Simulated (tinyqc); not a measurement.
Hole mobility in a silicon inversion layer, empirical terms and Matthiessen rule: one step of the calculation.

Inversion layer of sheet density Ns on a uniformly doped body. The mobility terms are empirical power laws with prefactors chosen for the exercise; adding their inverses (Matthiessen) is itself an approximation.

Task. Depletion charge and effective field. ni = sqrt(Nc Nv) exp(-Eg/(2 Vt)), Eg in volts; Ndep = sqrt(2 eps0 eps_r Nb (2 Vt ln(Nb/ni) + Vsb)/q); E = q (Ndep + eta Ns)/(eps0 eps_r), in MV/cm.

Parameters, values chosen for the exercise; material values close to those of silicon:

| symbol | value | unit | meaning |
|---|---|---|---|
| T | 350 | K | temperature |
| Eg | 1.14 | eV | band gap |
| eps_r | 11.7 |  | relative permittivity of the semiconductor |
| Nc | 3.47e19 | cm^-3 | conduction-band density of states at T |
| Nv | 3.31e19 | cm^-3 | valence-band density of states at T |
| Nb | 1.3e17 | cm^-3 | body doping |
| Vsb | 1 | V | reverse body bias |
| eta | 0.3333 |  | weight of the inversion charge in the effective field |
| Ns | 7.3e12 | cm^-2 | inversion density |

Constants: q = 1.602176634e-19 C, kB = 1.380649e-23 J/K, Vt = kB T/q, eps0 = 8.8541878128e-14 F/cm where lengths are in cm. Results are converted to the units shown.

Wanted: ni; Ndep; E.

Result.

ni = 2.1011e11 cm^-3
Ndep = 1.7417e12 cm^-2
E = 0.64567 MV/cm

The depletion charge gives 41.7 % of the field.

tinyqc, about 0.01 s, one thread, Intel Xeon 2.30GHz (shared host): `OMP_NUM_THREADS=1 python tinyqc.py 2510075 2510076 out.jsonl`
